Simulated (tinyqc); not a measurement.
Gupta-type many-body potential for a metal: one step, computed by the program tinyqc. Command: `OMP_NUM_THREADS=1 python tinyqc.py 3025774 3025775 out.jsonl gupta walk`. One thread of a shared host (Intel(R) Xeon(R) Processor @ 2.30GHz), about 0.01 s of CPU time with the checks.

E_i = sum_j A exp(-p (r_ij/r0 - 1)) - xi rho_i^gamma, with rho_i = sum_j exp(-2 q (r_ij/r0 - 1)); gamma = 1/2 is the tight-binding second-moment form. The crystal is fcc unless stated; d is the neighbour distance and a fixed number of shells is kept.

Question. The (110) surface. fcc shells: d sqrt(k), k = 1..5, with 12, 6, 24, 12, 24 atoms; Omega = d^3/sqrt2. Cut the crystal without relaxation; an atom in layer l keeps the neighbours that lie below the surface plane. Excess = E_i + E_c. Surface energy = sum of excesses over the layers, divided by the area per surface atom: (sqrt3/2) d^2 for (111), d^2 for (100), sqrt2 d^2 for (110).

Inputs (values chosen for the exercise, modelled on platinum):

| quantity | value | unit |
|---|---|---|
| repulsion A | 0.305 | eV |
| hopping xi | 2.71 | eV |
| decay p | 10.4 | - |
| decay q | 4.01 | - |
| reference distance r0 | 2.775 | angstrom |
| shells kept | 1 | - |
| embedding exponent gamma | 0.5 | - |

Surface: (110).

neighbour distance d = 2.779810 angstrom

cohesive energy E_c = 5.728077 eV

Constants: 1 eV/angstrom^2 = 16.02176634 J/m^2.

Give: Layers; excess per surface atom; surface energy.

Answer.

Layers:

| layer | nearest neighbours | repulsion (eV) | rho | excess (eV) |
|---|---|---|---|---|
| 1 | 7 | 2.097 | 6.90 | 0.7046 |
| 2 | 11 | 3.295 | 10.85 | 0.0973 |

excess per surface atom = 0.8020 eV

surface energy = 1.176 J/m^2
